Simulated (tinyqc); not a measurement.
Reverse leakage of an n+-p junction: diffusion, generation, trap-assisted and band-to-band tunnelling: two steps of the calculation.

One-sided abrupt junction in the depletion approximation, x from the junction (0) to W on the p side, field F = F0 (1 - x/W). Flat quasi-Fermi levels, long p side. Traps generate through SRH with both lifetimes shortened by 1 + Gamma (Hurkx enhancement, form for moderate fields); band-to-band generation is local and needs a total bending above Eg.

Inputs (values chosen for the exercise); band and dielectric values close to those of silicon:
- T = 400 K (temperature)
- Eg = 1.14 eV (band gap)
- eps_r = 11.7 (relative permittivity)
- Nc = 4.31e19 cm^-3 (conduction-band density of states at T)
- Nv = 4.02e19 cm^-3 (valence-band density of states at T)
- Na = 1.1e16 cm^-3 (acceptor density of the lighter side)
- Nd = 1e20 cm^-3 (donor density of the heavier side)
- tau = 2e-6 s (SRH lifetime of both carriers at zero field)
- Et = -0.01 eV (trap level above the intrinsic level)
- mt = 0.24 m0 (tunnelling mass)
- Dn = 26 cm^2/s (electron diffusion coefficient on the lighter side)
- Ab = 5.5e14 cm^-0.5 V^-2.5 s^-1 (band-to-band prefactor)
- Bb = 1.93e7 V/cm (band-to-band field constant)
- VR = 1.2 V (reverse bias)

Constants: q = 1.602176634e-19 C, kB = 1.380649e-23 J/K, hbar = 1.054571817e-34 J s, m0 = 9.1093837015e-31 kg, Vt = kB T/q, eps0 = 8.8541878128e-14 F/cm where lengths are in cm. Results are converted to the units shown.

Question 1. Field, scales and diffusion current. ni = sqrt(Nc Nv) exp(-Eg/(2 Vt)), Eg in volts; Vbi = Vt ln(Na Nd/ni^2); W = sqrt(2 eps0 eps_r (Vbi + VR)/(q Na)); F0 = 2 (Vbi + VR)/W; FG = sqrt(24 mt m0 (kB T)^3)/(q hbar); J_diff = q ni^2 sqrt(Dn/tau)(1 - exp(-VR/Vt))/Na.

Give: ni; Vbi; W; F0; FG; J_diff.

Answer 1.

ni = 2.739e12 cm^-3
Vbi = 0.8862 V
W = 495.2 nm
F0 = 84.25 kV/cm
FG = 556.4 kV/cm
J_diff = 3.941e-7 A/cm^2

Question 2. Generation rates across the layer. u = (Vbi + VR)(1 - x/W)^2, p = Na exp(-u/Vt), n = Nd exp((u - Vbi - VR)/Vt); G0 = ni^2 (1 - exp(-VR/Vt))/(tau (n + p + 2 ni cosh(Et/Vt))); Gamma = 2 sqrt(3 pi)(F/FG) exp((F/FG)^2); trap-assisted part G0 Gamma; G_bb = Ab F^2.5 exp(-Bb/F) with F in V/cm, zero unless Vbi + VR > Eg. 12 equal steps.

ni = 2.7394776e12 cm^-3
Vbi = 0.88623402 V
W = 495.23607 nm
F0 = 84.252104 kV/cm
FG = 556.39612 kV/cm

Give: x; F; Gamma; G0; G0 Gamma; G_bb.

Answer 2.

```
point  x (nm)  F (kV/cm)     Gamma  G0 (cm^-3 s^-1)  G0 Gamma (cm^-3 s^-1)  G_bb (1e-73 cm^-3 s^-1)
0        0.00     84.252   0.95131        3.7524e10              3.5697e10                   3.7031
1       41.27     77.231   0.86884        5.9194e14              5.1430e14                   0.0000
2       82.54     70.210   0.78722        5.6504e17              4.4481e17                   0.0000
3      123.81     63.189   0.70636        6.5699e17              4.6407e17                   0.0000
4      165.08     56.168   0.62618        6.5703e17              4.1141e17                   0.0000
5      206.35     49.147   0.54660        6.5702e17              3.5913e17                   0.0000
6      247.62     42.126   0.46754        6.5669e17              3.0703e17                   0.0000
7      288.89     35.105   0.38894        6.2418e17              2.4277e17                   0.0000
8      330.16     28.084   0.31070        1.9835e17              6.1629e16                   0.0000
9      371.43     21.063   0.23277        1.4654e16              3.4110e15                   0.0000
10     412.70     14.042   0.15506        1.8275e15              2.8336e14                   0.0000
11     453.97      7.021  0.077491        5.1893e14              4.0212e13                   0.0000
12     495.24      0.000         0        3.4095e14                      0                   0.0000
```

Range of the model: The n+ side is degenerate, so Vbi from Boltzmann statistics is only a guide.

Computed by the program tinyqc: `OMP_NUM_THREADS=1 python tinyqc.py 2290028 2290029 out.jsonl`, one thread of a shared Intel Xeon 2.30GHz, about 0.01 s for the whole run.
